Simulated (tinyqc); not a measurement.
Internal photoemission over an interface barrier: one step of the calculation.

Electrons are excited from a metal over the barrier Phi(F) = P0 - sqrt(q F/(4 pi eps0 ei)), whose top lies at xm = sqrt(q/(16 pi eps0 ei F)). The yield is Y = A (hv - Phi)^p exp(-xm/l), with A = 1 here.

Task. Threshold from a spectrum. The yields were made at this field with a scatter of 1 %. Fit Y^(1/n) on hv by least squares for n = 2 and n = 3; the zero of the line is the threshold.

| point | hv (eV) | Y |
|---|---|---|
| 0 | 1.69 | 0.01905 |
| 1 | 1.82 | 0.0691 |
| 2 | 1.95 | 0.148 |
| 3 | 2.08 | 0.2538 |
| 4 | 2.21 | 0.3964 |
| 5 | 2.34 | 0.5607 |

Give: Y^(1/2); Y^(1/3); threshold for n = 2; threshold for n = 3.

Result.

| point | Y^(1/2) | Y^(1/3) |
|---|---|---|
| 0 | 0.1380 | 0.2671 |
| 1 | 0.2629 | 0.4104 |
| 2 | 0.3847 | 0.5290 |
| 3 | 0.5038 | 0.6331 |
| 4 | 0.6296 | 0.7346 |
| 5 | 0.7488 | 0.8246 |

threshold for n = 2 = 1.542 eV
threshold for n = 3 = 1.348 eV

Numbers from tinyqc (`OMP_NUM_THREADS=1 python tinyqc.py 2410039 2410040 out.jsonl`; about 0.01 s on one thread of a shared Intel Xeon 2.30GHz).
